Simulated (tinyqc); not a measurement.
Inside a calculation. Model: resonant-tunnelling diode, transfer matrices and Tsu-Esaki current.

tinyqc, about 0.04 s, one thread, Intel Xeon 2.30GHz (shared host): `OMP_NUM_THREADS=1 python tinyqc.py 2600030 2600031 out.jsonl` Printed values are rounded.

Emitter (band edge 0), barrier d1, well Lw, barrier d2, spacer ds, collector (edge -V). The bias drops linearly over these layers and none in the contacts; each layer is cut into ns equal slices, flat at the value of their centres. E is the energy of motion across the layers, C = hbar^2/(2 m0), psi and psi'/m are continuous. Transport is coherent, T(E) is taken as independent of the transverse momentum, and charge in the well is ignored.

Inputs (values chosen for the exercise); masses and offsets of a made-up heterostructure:
```
symbol,value,unit,meaning
T,77,K,temperature
mw,0.26,m0,"mass in the well, spacer and contacts"
U1,1,eV,barrier height
m1,0.49,m0,barrier mass
d1,0.8,nm,emitter barrier
Lw,1.2,nm,well width
d2,0.8,nm,collector barrier
ns,1,,slices in each layer
ds,3.8,nm,undoped spacer after the collector barrier
Ef,0.16,eV,Fermi energy of both contacts above their band edges
V,0.47,V,bias of the collector
E,0.18844,eV,trial energy
```

Constants: q = 1.602176634e-19 C, kB = 1.380649e-23 J/K, hbar = 1.054571817e-34 J s, m0 = 9.1093837015e-31 kg, Vt = kB T/q, hbar^2/(2 m0) = 0.0380998212 eV nm^2. Results are converted to the units shown.

Range of the model: Electrons enter the collector with more than 0.4 eV, where real bands are no longer parabolic.

## Slices under bias

U = edge of the layer - V x/Lt at the centre x of each slice, Lt the summed thickness.

```
slice      U (eV)  m (m0)  width (nm)
0       0.9715152    0.49         0.8
1      -0.0996970    0.26         1.2
2       0.8290909    0.49         0.8
3      -0.3346970    0.26         3.8
```

## Running product of the slice matrices at the trial energy

For the pair (psi, psi'/m) a flat layer has M = [[cos kd, (m/k) sin kd], [-(k/m) sin kd, cos kd]] with k = sqrt(m (E - U)/C) above its edge U, and M = [[cosh Kd, (m/K) sinh Kd], [(K/m) sinh Kd, cosh Kd]] with K = sqrt(m (U - E)/C) below it. Later slices stand to the left. With M acting on (psi, psi'/m) and v = k/m in each lead, T(E) = 4 vL vR/[(vL vR M12 - M21)^2 + (vR M11 + vL M22)^2]. vL = sqrt(mw E/C)/mw, vR = sqrt(mw (E + V)/C)/mw.

Product after each layer:
```
                 M11   M12 (nm)  M21 (1/nm)        M22
barrier d1  6.371705  0.9716231    40.75513   6.371705
well        6.797904   1.065532   -38.70035  -5.918953
barrier d2  1.626062  0.3783892    1.624099  0.9929153
spacer      1.189597  0.3429375   -8.218165  -1.528516
```

T(E) = 0.3339891

## Transmission at three energies near the peak

three energies (eV): 0.190377  0.192577  0.194777

The same product at each energy.

T(E) at these energies: 0.6707618  0.9333489  0.5178866

## Breit-Wigner parameters from a parabola through 1/T(E)

Near a resonance 1/T(E) = (1/Tp) [1 + (2 (E - Er)/G)^2]. With y = 1/T(E) at E0 - h, E0, E0 + h: a = (y1 + y3 - 2 y2)/(2 h^2), b = (y3 - y1)/(2 h), Er = E0 - b/(2 a), 1/Tp = y2 - b^2/(4 a), G = 2 sqrt(1/(Tp a)), tau = hbar/G.

Er = 0.1921985 eV
Tp = 0.9501353
G = 5.644805 meV
tau = 116.6049 fs

The true maximum of T(E) lies at 0.19217 eV with height 0.9525 and full width 5.603 meV; the fitted G is 0.74 % above that width.

## Current from the resonance alone

J = J0 times the integral over E > 0 of T(E) N(E), N = ln[(1 + exp((Ef - E)/Vt))/(1 + exp((Ef - V - E)/Vt))], J0 = q^2 mw m0 kB T/(2 pi^2 hbar^3) (times 1e-4 for A/cm^2 per eV). For a sharp resonance J = J0 (pi G/2) Tp N(Er), with Er the peak energy, Tp the peak transmission and G the full width at half maximum (in eV). The three values given are estimates from a parabola through three points of 1/T(E).

J0 = 2.791894e7 A/(cm^2 eV)
N(Er) = 0.007777948
J = 1.829440 kA/cm^2

The full integral over T(E) gives 14.06 kA/cm^2; the value above is 0.13 times it. With the exact position, height and width of the peak (Er = 0.19217 eV, Tp = 0.9525, G = 5.603 meV) the formula is 0.13 times it. Er lies 4.8 kB T above Ef, where N is small, so the tail of the resonance below Ef carries most of the current.
